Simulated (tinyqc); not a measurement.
Thin-body film or fin with hard walls, valleys of the Si type: one step. Filling at a given sheet density. Three cases, with inputs chosen for the exercise.

Task: n_i = g m_d/(2 pi c) kB T ln(1 + exp((EF - E_i)/kB T)) over the levels listed; solve sum n_i = Ns (1e12/cm^2 = 1e-4/angstrom^2); the band bending of the charge itself is left out. c = hbar^2/2m0.

Constants: hbar^2/2m0 = 3.80998211 eV angstrom^2; kB = 8.617333262e-05 eV/K.

Give: EF; n_i in the order of the list.

Case 1.

Values chosen (out of a larger set: near those of Si; not measured data): Ns = 6.3 x 1e12/cm^2 (sheet density in the on state); T = 300 K (temperature).

Valleys (masses in m0):
```
valleys g  cos^2(theta)       m_z       m_1       m_2       m_d
6              0.333333  0.260761  0.192000  0.676667  0.360444
```

Subbands:
```
label  valleys g    E (eV)
1              6  0.017803
2              6  0.071212
3              6  0.160228
4              6  0.284850
5              6  0.445078
6              6  0.640912
7              6  0.872352
```

Result:

EF = -0.0165 eV

n_i in the order of the list (1e12/cm^2): [5.502, 0.773, 0.025, 0.000, 0.000, 0.000, 0.000]

The fullest subband is 1, with 87 %.

Case 2.

Values chosen (out of a larger set: near those of Si; not measured data): Ns = 5.7 x 1e12/cm^2 (sheet density in the on state); T = 300 K (temperature).

Valleys (masses in m0):
```
valleys g  cos^2(theta)       m_z       m_1       m_2       m_d
2              1.000000  0.931000  0.187000  0.187000  0.187000
4              0.000000  0.187000  0.187000  0.931000  0.417249
```

Subbands:
```
label  valleys g    E (eV)
1              2  0.006639
2              2  0.026555
1'             4  0.033052
3              2  0.059748
4              2  0.106219
2'             4  0.132206
5              2  0.165968
```

Result:

EF = -0.0119 eV

n_i in the order of the list (1e12/cm^2): [1.604, 0.822, 2.915, 0.245, 0.042, 0.068, 0.004]

The fullest subband is 1', with 51 %.

Case 3.

Values chosen (out of a larger set: near those of Si; not measured data): Ns = 5.3 x 1e12/cm^2 (sheet density in the on state); T = 77 K (temperature).

Valleys (masses in m0):
```
valleys g  cos^2(theta)       m_z       m_1       m_2       m_d
6              0.333333  0.253335  0.186000  0.674000  0.354068
```

Subbands:
```
label  valleys g    E (eV)
1              6  0.189326
2              6  0.757305
3              6  1.703936
4              6  3.029220
5              6  4.733157
6              6  6.815746
7              6  9.276987
```

Result:

EF = 0.1918 eV

n_i in the order of the list (1e12/cm^2): [5.300, 0.000, 0.000, 0.000, 0.000, 0.000, 0.000]

The fullest subband is 1, with 100 %.

Computed by tinyqc, one run a case: `OMP_NUM_THREADS=1 python tinyqc.py N N+1 out.jsonl` with N = 1250201, 1250687, 1251114; one thread of a shared Intel(R) Xeon(R) Processor @ 2.30GHz, about 0.01 s a run at most.
